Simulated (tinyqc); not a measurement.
Lorentz oscillators and the Kramers-Kronig relations: one step. Optical constants. Two cases, with inputs chosen for the exercise.

Task: Convert eps at the photon energy E into the optical constants.

n + i k = sqrt(eps1 + i eps2) with k >= 0; R = ((n - 1)^2 + k^2)/((n + 1)^2 + k^2) at normal incidence from vacuum; alpha = 2 E k/(hbar c), times 1e8 for 1/cm; loss function Im(-1/eps) = eps2/(eps1^2 + eps2^2).

Constants: hbar c = 1973.269805 eV angstrom.

Give: n; k; R; alpha; loss function; vacuum wavelength hc/E (hc = 1239.841984 eV nm).

Case 1.

Values chosen (out of a larger set: line positions loosely like those of SiC; Lorentz tails absorb below the gap, where the real solid is clear; not measured data): E = 12.65 eV (photon energy).

eps(E) = -1.924287+0.620881i

Result:

n = 0.2210
k = 1.4047
R = 0.7448
alpha = 1.80e+06 1/cm
loss function = 0.1519
vacuum wavelength hc/E (hc = 1239.841984 eV nm) = 98.0 nm

The intensity falls to 1/e within 5.55 nm. eps1 is negative, so k exceeds n, as in a metal below its plasma energy; R is 0.74.

Case 2.

Values chosen: E = 11.41 eV (photon energy).
eps(E) = 2.209759+2.004127i

Result:

n = 1.6114
k = 0.6219
R = 0.1055
alpha = 7.19e+05 1/cm
loss function = 0.2252
vacuum wavelength hc/E (hc = 1239.841984 eV nm) = 108.7 nm

The intensity falls to 1/e within 13.9 nm.

Computed by tinyqc, one run a case: `OMP_NUM_THREADS=1 python tinyqc.py N N+1 out.jsonl` with N = 1680993, 1681080; one thread of a shared Intel(R) Xeon(R) Processor @ 2.30GHz, about 0.2 s a run at most.
